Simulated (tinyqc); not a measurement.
From results back to parameters: heavy doping: gap narrowing, degeneracy and the minority density. Four cases, with inputs chosen for the exercise.

Problem. The minority density was computed from a hidden true narrowing dEg.

F_j(eta) = (1/Gamma(j + 1)) integral_0^infinity x^j dx/(1 + exp(x - eta)), which tends to exp(eta) for eta << 0.

Majority: N = Nv F_1/2(eta), eta the distance of EF beyond the majority band edge in kT. Degeneracy factor gam = F_1/2(eta)/exp(eta). ni0^2 = Nc Nv exp(-Eg/kT); product n p = ni0^2 gam exp(dEg/kT), dEg the true narrowing; apparent narrowing dEa = dEg + kT ln gam; minority density = n p/N.

Constants: kB = 8.617333262e-05 eV/K.

Find: dEa; gam; dEg.

Method. dEa = kT ln(minority x N/ni0^2); gam follows from N alone, and dEg = dEa - kT ln gam.

Case 1.

Values chosen (gap and densities of states near those of GaAs at this temperature; narrowing constants of the size fitted for Si, not for this material; shifted at random, so the results belong to these values and not to a real crystal): N = 2.8e+17 1/cm^3 (ionised acceptors, equal to the majority density); Eg = 1.408 eV (gap); Nc = 4.44e+17 1/cm^3 (conduction-band density of states); Nv = 9.44e+18 1/cm^3 (valence-band density of states); T = 300 K.

minority density = 5.47622e-05 1/cm^3

Solution.

dEa = 12.90 meV
gam = 0.9896
dEg = 13.17 meV

Case 2.

Values chosen (gap and densities of states near those of Si at this temperature; narrowing constants near the fits for Si; shifted at random, so the results belong to these values and not to a real crystal): N = 3.1e+18 1/cm^3 (ionised acceptors, equal to the majority density); Eg = 1.114 eV (gap); Nc = 3.61e+19 1/cm^3 (conduction-band density of states); Nv = 1.41e+19 1/cm^3 (valence-band density of states); T = 350 K.

minority density = 48846.8 1/cm^3

Solution.

dEa = 35.72 meV
gam = 0.9254
dEg = 38.06 meV

Case 3.

Values chosen (gap and densities of states near those of Si at this temperature; narrowing constants near the fits for Si; shifted at random, so the results belong to these values and not to a real crystal): N = 1.1e+18 1/cm^3 (ionised acceptors, equal to the majority density); Eg = 1.089 eV (gap); Nc = 5.05e+19 1/cm^3 (conduction-band density of states); Nv = 2.15e+19 1/cm^3 (valence-band density of states); T = 450 K.

minority density = 1.20341e+09 1/cm^3

Solution.

dEa = 25.21 meV
gam = 0.9821
dEg = 25.91 meV

Case 4.

Values chosen (gap and densities of states near those of Si at this temperature; narrowing constants near the fits for Si; shifted at random, so the results belong to these values and not to a real crystal): N = 1.5e+18 1/cm^3 (ionised acceptors, equal to the majority density); Eg = 1.133 eV (gap); Nc = 2.8e+19 1/cm^3 (conduction-band density of states); Nv = 1.17e+19 1/cm^3 (valence-band density of states); T = 300 K.

minority density = 61.8496 1/cm^3

Solution.

dEa = 28.91 meV
gam = 0.9558
dEg = 30.08 meV

Computed by tinyqc, one run a case: `OMP_NUM_THREADS=1 python tinyqc.py N N+1 out.jsonl` with N = 1652472, 1652513, 1652535, 1652652; one thread of a shared Intel(R) Xeon(R) Processor @ 2.30GHz, about 0.02 s a run at most.
